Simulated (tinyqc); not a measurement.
Mirror strength against the number of periods: longitudinal sound in a periodic multilayer: transfer matrices, stop bands and folded phonons. Computed by tinyqc, a small Python program. Command: `OMP_NUM_THREADS=1 python tinyqc.py 3013783 3013784 out.jsonl multilayer walk`. One thread of a shared host (Intel(R) Xeon(R) Processor @ 2.30GHz), about 0.01 s of CPU time with the checks.

Layers 1 and 2 repeat with period d = d_1 + d_2; waves travel normal to the layers, without loss. State vector (u, s): displacement u and stress divided by omega. Impedances Z = rho v are in 1e6 kg/(m^2 s).

Inputs (values chosen for the exercise, modelled on silica (layer 1), aluminium nitride (layer 2) and silicon (substrate)):

| quantity | value | unit |
|---|---|---|
| density rho_1 | 2.22 | g/cm^3 |
| velocity v_1 | 5900 | m/s |
| thickness d_1 | 5.42 | nm |
| density rho_2 | 3.3 | g/cm^3 |
| velocity v_2 | 11100 | m/s |
| thickness d_2 | 9.99 | nm |
| substrate density | 2.3 | g/cm^3 |
| substrate velocity | 8470 | m/s |
| frequency f | 189 | GHz |

Method:
- Z = rho v; interface reflection r = (Z_2 - Z_1)/(Z_2 + Z_1) (stress amplitude, from 1 into 2); Bragg frequency f_B = 1/[2 (d_1/v_1 + d_2/v_2)]; long-wave velocity v_eff = d/sqrt[(d_1/v_1)^2 + (d_2/v_2)^2 + (Z_1/Z_2 + Z_2/Z_1)(d_1/v_1)(d_2/v_2)].
- A layer maps (u, s) by [[cos p, sin p/Z], [-Z sin p, cos p]], p = 2 pi f d_i/v_i; one period is M = M_2 M_1, and cos(q d) = trace(M)/2.
- For N periods A = M^N. A wave comes from a thick layer of material 1 and leaves into the substrate (Z_s): transmitted power T = 4 Z_1 Z_s/|Z_1 A_22 + Z_s A_11 - i (Z_1 Z_s A_12 - A_21)|^2, reflected power R = 1 - T.

Bragg frequency f_B = 274.930 GHz

Z_2 = 36.63

Z_1 = 13.098

Z of the substrate = 19.481

trace(M)/2 = -1.00418

Transmitted power:

| N | T at f_B | T at f_B (dB) | T at f |
|---|---|---|---|
| 1 | 0.53707 | -2.6997 | 0.59817 |
| 2 | 0.092735 | -10.328 | 0.22912 |
| 3 | 0.012367 | -19.077 | 0.10860 |
| 4 | 0.0015902 | -27.985 | 0.061104 |
| 6 | 2.6030e-05 | -45.845 | 0.025864 |
| 8 | 4.2577e-07 | -63.708 | 0.013464 |
| 12 | 1.1391e-10 | -99.435 | 0.0048287 |
| 16 | 3.0473e-14 | -135.16 | 0.0020449 |
| 24 | 2.1810e-21 | -206.61 | 4.3455e-04 |

What follows from these numbers?

At f_B each further period removes 8.93 dB at large N, which is 20 log10 of the impedance ratio, 8.93 dB, as for a quarter-wave stack; 99 % reflection needs N = 4 among these rows. Values below about 1e-6 belong to the ideal stack: roughness and scattering into other modes, left out here, set a floor in a real one.
